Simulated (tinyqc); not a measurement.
Tight binding, honeycomb lattice, step by step. Computed by tinyqc, a small Python program that keeps every step. Settings: t1 = 1.81, t2 = 0.36, phi = 1.57, delta = 1.91, points = 5. Command: `OMP_NUM_THREADS=1 python tinyqc.py 30975 30976 out.jsonl` (the two numbers bound the seeds that draw the settings). One thread of a shared host (Intel(R) Xeon(R) Processor @ 2.60GHz), about 0.01 s of CPU time with the checks.

## Bloch Hamiltonian at k

Parameters chosen for this model:

| parameter | value | unit |
|---|---|---|
| t1 | 1.810000 | eV, nearest |
| t2 | 0.360000 | eV, second neighbours |
| phi | 1.570000 | rad, phase of t2 (Haldane) |
| delta | 1.910000 | eV, +/- on A and B |

k point k (fractions of the reciprocal vectors): 0.330000  0.340000

H_AB = -t1 (1 + exp(-i k.a1) + exp(-i k.a2)); H_AA = delta - 2 t2 sum cos(k.b + phi), H_BB = -delta - 2 t2 sum cos(k.b - phi), b = a1, a2 - a1, -a2.

H(k) at k (eV):
```
                    A                   B
A            1.978245  0.031821+3.114349i
B  0.031821-3.114349i           -1.978223
```

## Levels at k

Diagonalise the Hermitian matrix.

eigenvalues (eV): -3.689649  3.689671

weights |c|^2 of the basis functions:
```
     band 1    band 2
A  0.231922  0.768078
B  0.768078  0.231922
```

## Bloch Hamiltonian at K

k point K (fractions of the reciprocal vectors): 0.333333  0.666667

As before.

H(k) at K (eV):
```
          A          B
A  3.781474   0.000000
B  0.000000  -3.779754
```

## Levels at K

As before.

eigenvalues (eV): -3.779754  3.781474

weights |c|^2 of the basis functions:
```
     band 1    band 2
A  0.000000  1.000000
B  1.000000  0.000000
```

## Bands along a path

The same steps at evenly spaced points between the labelled ones.

Bands along the path (eV):

| k | band 1 | band 2 |
|---|---|---|
| G | -5.757847 | 5.754407 |
| G-K 0.25 | -5.337855 | 5.335295 |
| G-K 0.50 | -4.418795 | 4.418222 |
| G-K 0.75 | -3.807129 | 3.808276 |
| K | -3.779754 | 3.781474 |
| K-M 0.25 | -3.723662 | 3.725283 |
| K-M 0.50 | -3.512293 | 3.513706 |
| K-M 0.75 | -3.134457 | 3.135679 |
| M | -2.630814 | 2.631961 |
| M-K' 0.25 | -2.056287 | 2.057509 |
| M-K' 0.50 | -1.440313 | 1.441726 |
| M-K' 0.75 | -0.768340 | 0.769962 |
| K' | -0.038526 | 0.040246 |

With 1 band(s) filled, the highest filled level on these points lies at K' and the lowest empty one at K': a gap of 0.0788 eV, direct.
